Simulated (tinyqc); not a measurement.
Slater-Koster d bands of a bcc metal: one step. Second moment and the rectangular band. Two cases, with inputs chosen for the exercise.

Problem. mu2 = z (dds^2 + 2 ddp^2 + 2 ddd^2)/5 per orbital, with z = 8 + 6 f2^2. A rectangular band with the same mu2 has width W = sqrt(12 mu2), Fermi level W (Nd/10 - 1/2) and bond energy -W Nd (10 - Nd)/20 (Friedel).

Give: mu2; W; Fermi level; bond energy per atom.

Case 1.

Values chosen (of the size met in Ta; not measured data): dds = -1.34 eV (dd sigma); ddp = 0.831 eV (dd pi); ddd = -0.201 eV (dd delta); Nd = 4 (d electrons per atom); f2 = 0.49 (factor on all three integrals for second neighbours).

Solution.

mu2 = 6.1506 eV^2
W = 8.5911 eV
Fermi level = -0.8591 eV
bond energy per atom = -10.3093 eV

Case 2.

Values chosen (of the size met in Mo; not measured data): dds = -1.18 eV (dd sigma); ddp = 0.708 eV (dd pi); ddd = -0.071 eV (dd delta); Nd = 5 (d electrons per atom); f2 = 0.37 (factor on all three integrals for second neighbours).

Solution.

mu2 = 4.2431 eV^2
W = 7.1356 eV
Fermi level = 0.0000 eV
bond energy per atom = -8.9195 eV

The bond energy is the attractive part alone; the repulsion between atoms, left out, cancels a large share of it in the cohesive energy.

Computed by tinyqc, one run a case: `OMP_NUM_THREADS=1 python tinyqc.py N N+1 out.jsonl` with N = 1482491, 1482691; one thread of a shared Intel(R) Xeon(R) Processor @ 2.30GHz, about 0.06 s a run at most.
